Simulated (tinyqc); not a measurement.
Worked calculation: RHF in the sto-6g basis, for H2, spin multiplicity 1. One step of it, computed by the program tinyqc.

Problem. Iteration 2 (converged): orbitals. Diagonalise F' = X^T F X, C = X C', fill 1 alpha and 1 beta electrons from the bottom; D = 2 C_occ C_occ^T. Each column has its largest component positive (the first on a tie).

Fock matrix F (hartree):
```
           1H 1s      2H 1s
1H 1s  -0.301597  -0.533847
2H 1s  -0.533847  -0.301597
```

X:
```
           1H 1s      2H 1s
1H 1s   1.164225  -0.367030
2H 1s  -0.367030   1.164225
```

Give: F' = X^T F X; orbital energies; coefficients C; D after iteration 2.

Solution.

F' = X^T F X (hartree):
```
         1        2
1   0.0068  -0.5378
2  -0.5378   0.0068
```

orbital energies (hartree): MO1 -0.5309, MO2 0.5446

coefficients C:
```
          MO1      MO2
1H 1s  0.5637   1.0828
2H 1s  0.5637  -1.0828
```

D after iteration 2:
```
        1H 1s   2H 1s
1H 1s  0.6355  0.6355
2H 1s  0.6355  0.6355
```
